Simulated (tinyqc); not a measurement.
Electromigration in a confined line: Blech product, Korhonen stress evolution and Black's law: one step, computed by the program tinyqc. Command: `OMP_NUM_THREADS=1 python tinyqc.py 3030464 3030465 out.jsonl emigr walk`. One thread of a shared host (Intel(R) Xeon(R) Processor @ 2.30GHz), about 0.01 s of CPU time with the checks.

The electron wind pushes atoms from the cathode (x = 0) to the anode (x = L); blocking ends build a back stress (tension positive). The input rho is taken not to change with temperature. d sigma/dt = d/dx [kappa (d sigma/dx + G)], with zero flux at both ends and sigma = sigma_0 at t = 0.

Task: Driving force and diffusivities. G = Z* e rho j/Omega; D = D0 exp(-E/(k_B T)); kappa = D B Omega/(k_B T); drift velocity of an unconfined line v = D Z* e rho j/(k_B T). SI: 1 micro-ohm cm = 1e-8 ohm m, 1 MA/cm^2 = 1e10 A/m^2. Temperatures in kelvin are T(C) + 273.15.

Inputs (values chosen for the exercise, close to those used for copper lines): resistivity rho = 2.87 micro-ohm cm; atomic volume Omega = 11.8 angstrom^3; effective charge number Z* = 1.7; prefactor D0 = 5.7e-08 m^2/s; activation energy E = 0.925 eV; effective modulus B = 25 GPa; current density j = 0.78 MA/cm^2; test temperature T = 270 C.

Start: thermal stress.

Constants: e = 1.602176634e-19 C; k_B = 8.617333262e-05 eV/K; k_B = 1.380649e-23 J/K.

Give: stress gradient G; diffusivity D; kappa; drift velocity.

Result:

stress gradient G = 5.1672 MPa/um

diffusivity D = 1.4893e-16 m^2/s

kappa = 5.8588e-15 m^2/s

drift velocity = 4.3594 nm/h
